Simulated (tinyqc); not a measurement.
Inside a calculation. Method: coupled-perturbed Hartree-Fock on RHF in the sto-3g basis, for H2, spin multiplicity 1. The polarisability along this axis is zero because the basis has no function that the field can mix in; the real value is not. Computed by tinyqc, a small Python program that keeps every step (integrals from PySCF). Settings: charge = 0, multiplicity = 1, basis = sto-3g, method = RHF, energy threshold = 1e-10, iteration cap = 67, orthogonalisation = canonical, start = core, DIIS depth = 6. Command: `OMP_NUM_THREADS=1 python tinyqc.py 26757 26758 out.jsonl` (the two numbers bound the seeds that draw the settings). One thread of a shared host (Intel(R) Xeon(R) Processor @ 2.60GHz), about 0.07 s of CPU time with the checks. The early iterations of the SCF are left out here.

## One-electron integrals

Geometry (angstrom):
```
atom        x        y        z
H     0.00000  0.00000  0.00000
H     0.00000  0.00000  0.73600
```

Basis sto-3g: exponents (1/bohr^2) and contraction coefficients of normalised primitives:
```
element  l (shell)  exponent  coefficient
H            s (1)   3.42525      0.15433
H            s (1)   0.62391      0.53533
H            s (1)   0.16886      0.44463
```

Overlap, kinetic and nuclear-attraction integrals over the contracted functions; the nuclear repulsion is the sum of Za Zb / Rab.

nuclear repulsion = 0.7189908 hartree

overlap S:
```
         1H 1s    2H 1s
1H 1s  1.00000  0.66249
2H 1s  0.66249  1.00000
```

kinetic energy T (hartree):
```
         1H 1s    2H 1s
1H 1s  0.76003  0.23935
2H 1s  0.23935  0.76003
```

nuclear attraction V (hartree):
```
          1H 1s     2H 1s
1H 1s  -1.88360  -1.20343
2H 1s  -1.20343  -1.88360
```

core Hamiltonian H = T + V (hartree):
```
          1H 1s     2H 1s
1H 1s  -1.12356  -0.96408
2H 1s  -0.96408  -1.12356
```

## Two-electron integrals

Functions are numbered as in S; the eight-fold symmetry (ij|kl) = (ji|kl) = (kl|ij) leaves the list below.

Two-electron integrals (ij|kl) in chemists' order, unique and non-zero (hartree):
```
(11|11) 0.77461   (21|11) 0.44687   (21|21) 0.30025   (22|11) 0.57150
(22|21) 0.44687   (22|22) 0.77461
```

## Orthogonalisation

S = U s U^T; canonical form X = U s^(-1/2), so that X^T S X = 1. Each column of U has its largest component positive (the first on a tie).

eigenvalues of S: 0.33751  1.66249

X:
```
              1        2
1H 1s   1.21715  0.54841
2H 1s  -1.21715  0.54841
```

## Iteration 2 (converged): orbitals

converged F (hartree):
```
          1H 1s     2H 1s
1H 1s  -0.36834  -0.59626
2H 1s  -0.59626  -0.36834
```

Diagonalise F' = X^T F X, C = X C', fill 1 alpha and 1 beta electrons from the bottom; D = 2 C_occ C_occ^T. Each column has its largest component positive (the first on a tie).

F' = X^T F X (hartree):
```
         1         2
1  0.67529   0.00000
2  0.00000  -0.58021
```

orbital energies (hartree): MO1 -0.58021, MO2 0.67529

coefficients C:
```
           MO1       MO2
1H 1s  0.54841   1.21715
2H 1s  0.54841  -1.21715
```

D after iteration 2:
```
         1H 1s    2H 1s
1H 1s  0.60151  0.60151
2H 1s  0.60151  0.60151
```

## Convergence

Stop when the energy changes by less than 1e-10 hartree and every element of the error matrix X^T (F D S - S D F) X is below 3e-06.

Course of the cycle:
```
iteration  E (hartree)   change  largest element of the error matrix
1           -1.1169546        -                             6.67e-16
2           -1.1169546  0.00000                             5.93e-16
```

PySCF RHF in the same basis = -1.1169546 hartree

Converged in 2 iterations.

## Integrals over molecular orbitals

(pq|rs) = sum C_ip C_jq C_kr C_ls (ij|kl), one index at a time.

one-electron integrals over orbitals h = C^T H C (hartree):
```
          1         2
1  -1.25573   0.00000
2   0.00000  -0.47253
```

Two-electron integrals over orbitals (pq|rs), unique and non-zero (hartree):
```
(11|11) 0.67552   (21|21) 0.18099   (22|11) 0.66441   (22|22) 0.69839
```

## Response to a field: uncoupled start

dipole integrals <a|y|i> (bohr):
```
         i1
a2  0.00000
```

Field along y; U_ai = -mu_ai / (e_a - e_i), alpha = -4 sum U_ai mu_ai.

uncoupled U:
```
         i1
a2  0.00000
```

uncoupled polarisability = 0.00000 bohr^3

## Coupled step 1

U_ai = -(mu_ai + sum_bj [4 (ai|bj) - (ab|ij) - (aj|bi)] U_bj) / (e_a - e_i); alpha = -4 sum U_ai mu_ai.

U after step 1:
```
         i1
a2  0.00000
```

polarisability = 0.00000 bohr^3

## Coupled polarisability

Repeat until U stops changing; compare with -d2E/dF2.

Course of the coupled iterations:
```
step  alpha (bohr^3)
0            0.00000
1            0.00000
```

coupled polarisability = 0.00000 bohr^3

finite-field check, fields of +/-0.001 au = 0.00000 bohr^3
